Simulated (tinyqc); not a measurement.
Warping of the constant-energy contours: six-band Luttinger-Kohn model.

Six-band Luttinger-Kohn model in the basis |3/2,3/2>, |3/2,1/2>, |3/2,-1/2>, |3/2,-3/2>, |1/2,1/2>, |1/2,-1/2>, electron energies, zero at the top of the unstrained valence band. H = -[rows: (P+Q, -S, R, 0, -S/r2, r2 R); (-S*, P-Q, 0, R, -r2 Q, r32 S); (R*, 0, P-Q, S, r32 S*, r2 Q); (0, R*, S*, P+Q, -r2 R*, -S*/r2); (-S*/r2, -r2 Q, r32 S, -r2 R, P+Dso, 0); (r2 R*, r32 S*, r2 Q, -S/r2, 0, P+Dso)], r2 = sqrt(2), r32 = sqrt(3/2). Levels are twofold.

P = c g1 k^2 - av tr(e); Q = c g2 (kx^2 + ky^2 - 2 kz^2) - (b/2)(exx + eyy - 2 ezz); R = c sqrt3 [-g2 (kx^2 - ky^2) + 2i g3 kx ky] + (sqrt3/2) b (exx - eyy) - i d exy; S = 2 c sqrt3 g3 (kx - i ky) kz - d (exz - i eyz); c = hbar^2/2m0, e the strain tensor (not engineering shear).

Constants: hbar^2/2m0 = 3.80998211 eV angstrom^2.

Values chosen for the exercise (near those of Si; the results hold for these values, not for the real material):
- Dso = 0.044 eV (spin-orbit splitting)
- g1 = 4.28 (Luttinger gamma1)
- g2 = 0.34 (gamma2)
- g3 = 1.45 (gamma3)
- E_h = 5 meV (hole energy below the top)

No strain (e = 0). In the plane kz = 0, |k| where the top and second pairs lie E_h below the top, against the angle from [100]; m = c k^2/E_h.

Contours:

| angle (degrees) | k top (1/angstrom) | k second (1/angstrom) | m top (m0) | m second (m0) |
|---|---|---|---|---|
| 0 | 0.0191 | 0.0163 | 0.278 | 0.202 |
| 9 | 0.0201 | 0.0158 | 0.307 | 0.190 |
| 18 | 0.0223 | 0.0151 | 0.377 | 0.173 |
| 27 | 0.0252 | 0.0145 | 0.483 | 0.160 |
| 36 | 0.0283 | 0.0142 | 0.611 | 0.153 |
| 45 | 0.0299 | 0.0140 | 0.681 | 0.150 |

The heavy contour reaches 1.566 times as far along [110] as along [100], the light one 0.861 times. The warping follows g3 - g2 = 1.11 and would vanish for g2 = g3. Along [100] the heavy mass is 1/(g1 - 2 g2) = 0.278 at any energy, while the light one is 0.2025, against 1/(g1 + 2 g2) = 0.2016 at the edge, for E_h/Dso = 0.11.

Computed by tinyqc, a small Python program: `OMP_NUM_THREADS=1 python tinyqc.py 1081532 1081533 out.jsonl` (the numbers bound the seed that draws the inputs); one thread of a shared host (Intel(R) Xeon(R) Processor @ 2.30GHz), about 0.03 s for the whole set of steps.
